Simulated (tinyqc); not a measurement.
What moves the results: square lattice in a magnetic field (Harper-Hofstadter model). A value that a table varies takes the place of the one given here.

Landau gauge, lattice period 1: the magnetic cell has q sites j = 0 to q - 1 along x. H_jj = -2 ty cos(ky + 2 pi p j/q), H_(j,j+1) = -tx, and the bond from q - 1 back to 0 is H_(q-1,0) = -tx exp(i q kx). The levels depend on k only through cos(q kx) and cos(q ky), so the band edges lie at (0, 0) and (pi/q, pi/q).

Values chosen for the exercise (a lateral superlattice; shifted at random, so the results belong to these values and not to a real crystal):
```
symbol  value  unit  meaning
tx      1.3    meV   hopping along x
ty      0.8    meV   hopping along y
Q       5            denominator
p       2            flux per plaquette p/q, in units of h/e
q       3
```

## Towards Landau levels

Flux 1/Q. Near the bottom of the band the mass gives hbar wc = 4 pi sqrt(tx ty)/Q and E_0 = -2 (tx + ty) + hbar wc/2. For each Q, p = 1 and q = Q.

Lowest band (meV):
```
Q    centre     width      E_0  spacing to band 2  hbar wc
3   -2.5345     0.869  -2.0641             2.5345   4.2717
4   -2.9050     0.296  -2.5981             2.2495   3.2038
5   -3.1216     0.106  -2.9185             1.8336   2.5630
6   -3.2739    0.0384  -3.1321             1.5904   2.1359
8   -3.4788   0.00522  -3.3990             1.2856   1.6019
12  -3.7015  0.000103  -3.6660             0.9274   1.0679
20  -3.8925  4.42e-08  -3.8796             0.5899   0.6408
```

What can be read from the table?

The width falls from 0.869 to 4.4e-08 meV, by a factor 2.63 for each unit of Q at the end, so the band turns into a flat level. Its centre lies -0.470 meV from E_0 at Q = 3 and -0.013 meV at Q = 20; the spacing reaches 92 % of hbar wc, the shortfall coming from the non-parabolic band.

## Slices of the butterfly

Flux P/Q for each P (p = P, q = Q): the lowest edge, the first gap, the widest gap with its r (the lower one of a mirror pair) and t_r from r = Q s + P t, |t| <= Q/2, and the total width of the bands.

Spectra (meV):
```
flux  lowest edge  first gap  t of first gap  widest gap  its r  its t  total width
1/5       -3.1745     1.4615               1      1.4615      1      1       2.5542
2/5       -2.8851     0.1368              -2      1.4517      2      1       2.5934
```

What does this show, and why?

The widest gap carries t = 1 in every row, and its r equals P: it is the gap above the lowest Landau level, which holds P of the Q bands. The first gap is widest at 1/5 (t = 1) and narrowest at 2/5 (t = -2). The total width lies between 2.554 and 2.593 meV; its limit for large Q is 4 |tx - ty| = 2.0 meV.

## What each parameter does

Bottom and width of band 1, the first gap and the total width of all bands. Each row changes one parameter from the base and keeps the others.

Results:
```
case           bottom (meV)  width (meV)  first gap (meV)  total width (meV)
base                -2.9690       0.8690           1.2310             3.4759
tx = 1.56 meV       -3.4258       1.0658           1.2942             4.2632
ty = 0.6 meV        -2.8054       0.9054           0.9946             3.6216
p = 1               -2.9690       0.8690           1.2310             3.4759
q = 5               -2.8851       0.3756           0.1368             2.5934
```

How do the results move?

The largest shifts from the base row, up to three for each result and ties (the steps differ in size, so this ranks the rows, not the parameters). bottom (meV): tx -0.4568, ty +0.1636, q +0.0839; unchanged at the printed digits by p. width (meV): q -0.4934, tx +0.1968, ty +0.0364; unchanged at the printed digits by p. first gap (meV): q -1.0942, ty -0.2364, tx +0.0632; unchanged at the printed digits by p. total width (meV): q -0.8825, tx +0.7872, ty +0.1457; unchanged at the printed digits by p. Flux p/q and 1 - p/q have the same spectrum: reversing the field leaves it alone, and one whole quantum is a gauge change.

Computed by tinyqc, a small Python program: `OMP_NUM_THREADS=1 python tinyqc.py 1281693 1281694 out.jsonl` (the numbers bound the seed that draws the inputs); one thread of a shared host (Intel(R) Xeon(R) Processor @ 2.30GHz), about 0.03 s for the whole set of steps.
